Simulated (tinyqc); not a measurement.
Worked calculation: electron mobility of a polar semiconductor by Rode's iterative solution of the Boltzmann equation. Computed by tinyqc, a small Python program that keeps every step. Command: `OMP_NUM_THREADS=1 python tinyqc.py 3002044 3002045 out.jsonl rode walk`. One thread of a shared host (Intel(R) Xeon(R) Processor @ 2.30GHz), about 0.01 s of CPU time with the checks. Intermediate numbers are printed to about 5 digits and carried at full precision; extremes and crossings named in words are read from the listed rows.

The distribution is f(E) + e F l(E) (-df/dE) cos(theta) for a weak field F, theta counted from the force; l(E) is a mean free path. Elastic processes enter by their momentum rate, polar optical phonons by out- and in-scattering terms. One valley only: where upper valleys lie close, measured mobilities are lower. The density n is prescribed, even where a narrow-gap material would have more intrinsic carriers.

Inputs (values chosen for the exercise, modelled on InSb): effective mass m = 0.0133 m_0; static permittivity eps_s = 16.8; high-frequency permittivity eps_inf = 15.7; density rho = 5780 kg/m^3; sound velocity v_l = 3870 m/s; acoustic deformation potential D_A = 9.2 eV; optical phonon energy hbar w = 24 meV; piezoelectric coupling K = 0.026; electron density n = 4e+17 1/cm^3; compensation ratio C = 0; temperature T = 300 K; grid points per phonon energy s = 6; iteration cap = 200.

Band: parabolic. Elastic processes: acoustic, piezoelectric, impurity.

Constants: k_B = 8.617333262e-05 eV/K; m_0 = 9.1093837015e-31 kg; e = 1.602176634e-19 C; hbar = 1.054571817e-34 J s; eps_0 = 8.8541878128e-12 F/m; k_B = 1.380649e-23 J/K; hbar = 6.582119569e-16 eV s.

## Fermi level and screening

Parabolic band: E = hbar^2 k^2/(2 m), speed v = hbar k/m, states per spin, volume and energy g(E) = m k/(2 pi^2 hbar^2). Masses are multiplied by m_0 and all formulas are in SI units. The reduced Fermi level eta = E_F/(k_B T) solves n = 2 Z int g f dE with f = 1/(1 + exp(x - eta)) (Z = 1 unless valleys are given); screening length L_s = sqrt(eps_s eps_0 k_B T/(e^2 dn/deta)), dn/deta = 2 Z int g f (1 - f) dE. Integrals over x = E/(k_B T) use 160 Gauss-Legendre points in u = sqrt(x) from 0 to sqrt(max(eta, 0) + 32). N_I = n (1 + C)/(1 - C).

reduced Fermi level eta = 5.6065

screening length L_s = 15.397 nm

ionised impurity density N_I = 4.00e+17 1/cm^3

Caution: E_F exceeds 0.1 eV in a band of small mass, where non-parabolicity, left out here, matters. Caution: the gas is degenerate, and screening of the polar coupling, left out here, would raise the mobility.

## Rates on one ladder of the grid

Phonon occupation N_q = 1/(exp(hbar w/(k_B T)) - 1). Acoustic deformation potential (elastic, equipartition, absorption and emission together): 1/tau = 2 pi k_B T D_A^2 g(E)/(hbar rho v_l^2). Piezoelectric (elastic, unscreened, momentum relaxation): 1/tau = e^2 K^2 k_B T m (1 + 2 alpha E)/(2 pi eps_s eps_0 hbar^3 k), with alpha = 0 for a parabolic band. Singly charged impurities, momentum relaxation: 1/tau = N_I e^4 m (1 + 2 alpha E) Phi/(8 pi (eps_s eps_0)^2 hbar^3 k^3), with alpha = 0 for a parabolic band. Brooks-Herring: Phi = ln(1 + b) - b/(1 + b), b = 4 k^2 L_s^2. Polar optical, unscreened: W = e^2 w (1/eps_inf - 1/eps_s) m (1 + 2 alpha E') ln|(k + k')/(k - k')| / (4 pi eps_0 hbar^2 k), times N_q for absorption (E' = E + hbar w) and N_q + 1 for emission (E' = E - hbar w > 0), with alpha = 0 for a parabolic band; mean cosine of the angle <cos> = (k^2 + k'^2)/(2 k k') - 1/ln|(k + k')/(k - k')|. Energy grid E_j = (j + 1/2) hbar w/s, j = 0, 1, ..., up to (max(eta, 0) + 18) k_B T, so that E_j +/- hbar w are grid points; l = 0 beyond the grid; integrals are sums times the spacing. With f' = f(E'): out-scattering S_o = sum over absorption and emission of W (1 - f')/(1 - f); nu = sum of elastic rates; the in-scattering weights are c+ = W_abs <cos> (1 - f')/(1 - f) for E' = E + hbar w and c- likewise for emission.

Points j = s/2, s/2 + s, ... (the first seven rungs, or as many as the grid holds), rates in 1e12/s:
```
E (meV)     v (m/s)      nu     S_o       c+       c-
14       6.0850e+05  13.024  1.2609  0.52595  0.00000
38       1.0025e+06   5.437  1.4364  0.62629  0.12860
62       1.2805e+06   3.309  1.3819  0.62408  0.20321
86       1.5082e+06   2.339  1.2735  0.57823  0.23506
110      1.7057e+06   1.795  1.1443  0.49660  0.26353
134      1.8826e+06   1.450  1.0374  0.40051  0.30733
158      2.0442e+06   1.216  1.0049  0.32369  0.37581
```

Points one phonon energy apart are coupled only to each other, so the grid falls into s independent ladders.

## The first two iterations on one ladder of the grid

Iteration: l_new(E) = [v(E) + c+ l(E + hbar w) + c- l(E - hbar w)]/(nu + S_o), from l = 0.

l after iteration 1 (nm): [42.60, 145.85, 272.99, 417.48, 580.39, 756.72, 920.59]

l after iteration 2 (all rungs but the last shown) (nm): [47.97, 171.52, 334.85, 528.14, 745.69, 976.62]

In-scattering lengthens l on the lowest rung by 12.6 % and on the second by 17.6 % in this step.

## The whole iteration

mu = e sum g v l f (1 - f) / (3 k_B T sum g f) over the grid; stop when mu changes by less than 1e-8 of itself.

Course of the iteration:
```
iteration  mu (cm^2/(V s))  relative change
1                    58712       1.0000e+00
2                    78211       2.4931e-01
3                    84809       7.7796e-02
4                    87079       2.6067e-02
5                    87871       9.0222e-03
6                    88152       3.1850e-03
7                    88253       1.1413e-03
...                    ...              ...
14                   88311       1.1836e-06
15                   88311       4.6079e-07
16                   88311       1.8092e-07
17                   88311       7.1625e-08
18                   88311       2.8581e-08
19                   88311       1.1493e-08
20                   88311       4.6561e-09
```

mobility mu = 88311 cm^2/(V s)

iterations = 20

Converged in 20 iterations; mu rises at every step, from 58710 to 88310, since each step returns more of the forward-scattered current.

## Approximations against the iterative solution

Self-energy RTA: l = v/(nu + S_o), the first iteration. Momentum RTA: l = v/(nu + S_o - c+ v(E + hbar w)/v - c- v(E - hbar w)/v), listed only where the denominator is positive on the whole grid. The polar-only value solves the same system with nu = 0; the elastic value takes l = v/nu.

Mobilities:
```
method                              mu (cm^2/(V s))  deviation (%)
iterative solution                       8.8311e+04           0.00
self-energy RTA                          5.8712e+04         -33.52
momentum RTA                             8.8639e+04           0.37
polar phonons alone, exact               4.0676e+05         360.60
elastic processes alone                  1.1462e+05          29.79
Matthiessen's rule on the last two       8.9422e+04           1.26
```

self-energy RTA mobility = 58712 cm^2/(V s)

polar-phonon mobility = 4.0676e+05 cm^2/(V s)

elastic mobility = 1.1462e+05 cm^2/(V s)

error of the self-energy RTA = -33.516 %

The self-energy RTA is 33.5 % low: it counts every polar event as a full loss of current, though forward events keep part of it. Here hbar w/k_B T = 0.93. Matthiessen's rule is 1.3 % high. The momentum RTA deviates by +0.4 %.

Checks made by the program: iterated mobility against a direct solution of the banded linear system (relative difference 3e-09).
